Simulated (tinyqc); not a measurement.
Potential-pH (Pourbaix) lines of a metal, its cation, its oxide and an oxyanion, with a complexing ligand: one step, computed by the program tinyqc. Command: `OMP_NUM_THREADS=1 python tinyqc.py 3004558 3004559 out.jsonl pourb walk`. One thread of a shared host (Intel(R) Xeon(R) Processor @ 2.30GHz), about 0.01 s of CPU time with the checks.

Potentials are against the standard hydrogen electrode; solids and water have unit activity; dG_f of M, H+ and the electron is zero; F = e N_A and s = R T ln(10)/F. The cation carries z = 3.

Question. Vertical lines. M3+ + 3e = M; (1/2) M2O3 + 3H+ + 3e = M + (3/2) H2O; MO2(-) + 4H+ + 3e = M + 2H2O. For each, E0 = -dG/(z F), and E = E0 + (s/z) log10 a - (s n_H/z) pH, with no activity term for the oxide. Two oxidised species coexist where their lines against the metal cross: pH1 (cation/oxide) = [E0(oxide) - E0(cation)]/s - (log10 a)/z; pH2 (oxide/oxyanion) = {[E0(oxyanion) - E0(oxide)]/s + (log10 a)/z}/(4/z - 1).

Inputs (values chosen for the exercise, for a model metal): temperature T = 298.15 K; log10 of the dissolved activity a = -3.

Species: M, M3+, M2O3, MO2(-).

E0 (V): cation -1.772981, oxide -1.479119, oxyanion -1.233797

s = 0.05915935 V

Give: pH1; pH2; width of the oxide field, pH2 - pH1.

Answer.

pH1 = 5.967

pH2 = 9.440

width of the oxide field, pH2 - pH1 = 3.473

The oxide is stable from pH 5.97 to 9.44; each decade less of dissolved metal narrows this field by 1.33 pH units.
